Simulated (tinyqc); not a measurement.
# Worked calculation: short-channel transistor, virtual-source model with series resistance

Computed by the program tinyqc: `OMP_NUM_THREADS=1 python tinyqc.py 2380006 2380007 out.jsonl`, one thread of a shared Intel Xeon 2.30GHz, about 0.01 s for the whole run. Printed values are rounded.

The current per gate width is the charge at the top of the source barrier (the virtual source) times its velocity times a saturation function; al and be are fitting constants of the model. Units: I in uA/um, Rs in ohm um, so I Rs = 1e-6 I Rs in volts; Q in uC/cm^2, so I = 1e-4 Q vx0 Fsat with vx0 in cm/s.

Inputs (values chosen for the exercise):
- T = 300 K (temperature)
- Cinv = 3.31 uF/cm^2 (inversion capacitance)
- vx0 = 1.05e7 cm/s (velocity at the virtual source)
- mu = 240 cm^2/(V s) (apparent mobility)
- L = 32 nm (channel length)
- VT0 = 0.386 V (threshold at zero drain voltage)
- dl = 0.147 V/V (drain-induced barrier lowering)
- n0 = 1.52 (subthreshold factor)
- nd = 0.05 1/V (growth of n with drain voltage)
- al = 3.5 (threshold shift (in units of Vt) from weak to strong inversion)
- be = 2 (sharpness of saturation)
- Rs = 70 ohm um (series resistance of each contact)
- Vgs = 0.45 V (gate voltage)
- Vds = 0.05 V (drain voltage)

Constants: q = 1.602176634e-19 C, kB = 1.380649e-23 J/K, Vt = kB T/q. Results are converted to the units shown.

## Iteration 1: current through the series resistance

I at the start = 0 uA/um

Intrinsic voltages Vg' = Vgs - I Rs, Vd' = Vds - 2 I Rs. n = n0 + nd Vd', VT = VT0 - dl Vd', Ff = 1/(1 + exp((Vg' - VT + al Vt/2)/(al Vt))), Q = Cinv n Vt ln(1 + exp((Vg' - VT + al Vt Ff)/(n Vt))), Vdsat = (vx0 L/mu)(1 - Ff) + Vt Ff, Fsat = u/(1 + u^be)^(1/be) with u = Vd'/Vdsat, and I(out) = Q vx0 Fsat per width. (Fsat takes the sign of u.) I(new) = I + 0.3 (I(out) - I).

Vg' = 0.45 V
Vd' = 0.05 V
VT = 0.378650 V
Ff = 0.216098
Q = 0.313224 uC/cm^2
Vdsat = 0.115333 V
Fsat = 0.397758
I(out) = 130.816 uA/um
I after iteration 1 = 39.2449 uA/um

## Iteration 2: current through the series resistance

As before.

Vg' = 0.447253 V
Vd' = 0.0445057 V
VT = 0.379458 V
Ff = 0.222827
Q = 0.304377 uC/cm^2
Vdsat = 0.114565 V
Fsat = 0.362112
I(out) = 115.729 uA/um
I after iteration 2 = 62.1903 uA/um

## Course of the iteration: current through the series resistance

Stop when I changes by less than 1e-7 uA/um, or after 80 iterations.

Course of the iteration:
```
iteration  I (uA/um)  |change| (uA/um)
1            39.2449              39.2
2            62.1903              22.9
3            75.6098              13.4
4            83.4609              7.85
5            88.0554              4.59
6            90.7446              2.69
7            92.3188              1.57
8            93.2404             0.922
9            93.7799             0.540
...              ...               ...
30           94.5418           7.07e-6
31           94.5418           4.14e-6
32           94.5418           2.42e-6
33           94.5418           1.42e-6
34           94.5418           8.31e-7
35           94.5418           4.87e-7
36           94.5418           2.85e-7
37           94.5418           1.67e-7
38           94.5418           9.76e-8
```

Converged in 38 iterations. At the end each change is about 0.59 times the one before: linear convergence.

## What the series resistance costs

converged I = 94.5418 uA/um
I0 = 130.816 uA/um

Intrinsic voltages Vg' = Vgs - I Rs, Vd' = Vds - 2 I Rs. n = n0 + nd Vd', VT = VT0 - dl Vd', Ff = 1/(1 + exp((Vg' - VT + al Vt/2)/(al Vt))), Q = Cinv n Vt ln(1 + exp((Vg' - VT + al Vt Ff)/(n Vt))), Vdsat = (vx0 L/mu)(1 - Ff) + Vt Ff, Fsat = u/(1 + u^be)^(1/be) with u = Vd'/Vdsat, and I = Q vx0 Fsat per width. I0 is the current for Rs = 0. Effective velocity I/Q; transit time L Q/I.

loss against I0 = 27.7294 %
effective velocity = 3.23678e6 cm/s
transit time = 0.988638 ps

The carriers leave the virtual source at 30.8 % of vx0: Vd' is not large against Vdsat.
